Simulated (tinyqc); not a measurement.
Worked calculation: coupled-perturbed Hartree-Fock on RHF in the sto-3g basis, for BeH+, spin multiplicity 1. One step of it, computed by the program tinyqc.

Problem. Response to a field: uncoupled start. Field along y; U_ai = -mu_ai / (e_a - e_i), alpha = -4 sum U_ai mu_ai.

orbital energies (hartree): MO1 -5.005652, MO2 -0.685766, MO3 -0.257121, MO4 -0.132650, MO5 -0.132650, MO6 0.195500

dipole integrals <a|y|i> (bohr):
```
           i1         i2
a3   0.000000   0.000000
a4   0.145300   0.871182
a5  -0.021824  -0.130853
a6   0.000000   0.000000
```

Give: uncoupled U; uncoupled polarisability.

Solution.

uncoupled U:
```
         i1       i2
a3   0.0000   0.0000
a4  -0.0298  -1.5750
a5   0.0045   0.2366
a6   0.0000   0.0000
```

uncoupled polarisability = 5.6301 bohr^3
